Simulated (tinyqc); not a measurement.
Composition and strain of an epitaxial Si(1-x)Ge(x) layer from Raman and X-ray peaks: one step, computed by the program tinyqc. Command: `OMP_NUM_THREADS=1 python tinyqc.py 3009566 3009567 out.jsonl epiraman walk`. One thread of a shared host (Intel(R) Xeon(R) Processor @ 2.30GHz), about 0.01 s of CPU time with the checks.

A (001) layer, biaxially strained in the plane. The Raman peaks follow empirical lines omega = w0 + c1 x + c3 x^3 + b eps (c3 for Si-Ge alone), with eps the in-plane strain.

Question. Lattice constants and strain. Relaxed lattice constant a(x) = a_Si + (a_Ge - a_Si) x - B x (1 - x). In-plane constant a_par = a_sub + R (a(x) - a_sub); eps = a_par/a(x) - 1; eps_perp = -(2 C12/C11) eps with 2 C12/C11 linear in x; a_perp = a(x) (1 + eps_perp).

Inputs (values chosen for the exercise, modelled on silicon-germanium):
```
quantity                value      unit
Ge fraction x            0.53         -
degree of relaxation R   0.56         -
lattice constant of Si  5.431  angstrom
lattice constant of Ge  5.658  angstrom
bowing B                0.028  angstrom
2 C12/C11 of Si         0.776         -
2 C12/C11 of Ge         0.759         -
```

Substrate: silicon.

Give: relaxed constant a(x); substrate constant a_sub; a_par; in-plane strain eps; strain along the normal; a_perp.

Answer.

relaxed constant a(x) = 5.544 angstrom

substrate constant a_sub = 5.431 angstrom

a_par = 5.494 angstrom

in-plane strain eps = -8.994 per mille

strain along the normal = 6.899 per mille

a_perp = 5.583 angstrom

The layer is under compression in the plane and is stretched along the normal.
